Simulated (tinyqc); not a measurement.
Potential-pH (Pourbaix) lines of a metal, its cation, its oxide and an oxyanion, with a complexing ligand: one step, computed by the program tinyqc. Command: `OMP_NUM_THREADS=1 python tinyqc.py 3013336 3013337 out.jsonl pourb walk`. One thread of a shared host (Intel(R) Xeon(R) Processor @ 2.30GHz), about 0.02 s of CPU time with the checks.

Potentials are against the standard hydrogen electrode; solids and water have unit activity; dG_f of M, H+ and the electron is zero; F = e N_A and s = R T ln(10)/F. The cation carries z = 2.

Problem. Mixed potential with oxygen reduction. Anodic i = i0a 10^((E - E_a)/b_a) with E_a the cation line with ligand; cathodic i = i0c 10^((E_c - E)/b_c) with E_c the oxygen line; supply caps the cathodic current, 1/i_c = 1/i(Tafel) + 1/i_L. E_corr makes the two currents equal. Without the cap it would be [b_c E_a + b_a E_c + b_a b_c log10(i0c/i0a)]/(b_a + b_c). Rate = i V_m/(z F). Films are left out.

Inputs (values chosen for the exercise, modelled on tin): temperature T = 298.15 K; limiting current density i_L = 0.0001 A/cm^2; molar volume V_m = 16.3 cm^3/mol.

Species: M, M2+, MO, MO2(2-).

exchange current densities, metal and cathodic (A/cm^2): 1.6e-07  1.3e-11

Tafel slopes, anodic and cathodic (mV/decade): 80  145

cation line with ligand = -0.6596860 V

oxygen line = 0.8325238 V

Constants: e = 1.602176634e-19 C; N_A = 6.02214076e+23 1/mol.

Give: E_corr without the cap; corrosion potential E_corr; corrosion current density; i/i_L; etch rate.

Solution.

E_corr without the cap = -0.3400 V

corrosion potential E_corr = -0.4365 V

corrosion current density = 9.866e-05 A/cm^2

i/i_L = 0.9866

etch rate = 5.000 nm/min

The current sits at the supply limit: stirring or more oxidant, not the ligand, sets the rate. Caution: other oxidation states, hydroxides and hydrides are left out, and the lines say nothing of rates. Caution: E_corr lies below the hydrogen line, so hydrogen evolution, left out here, adds cathodic current.
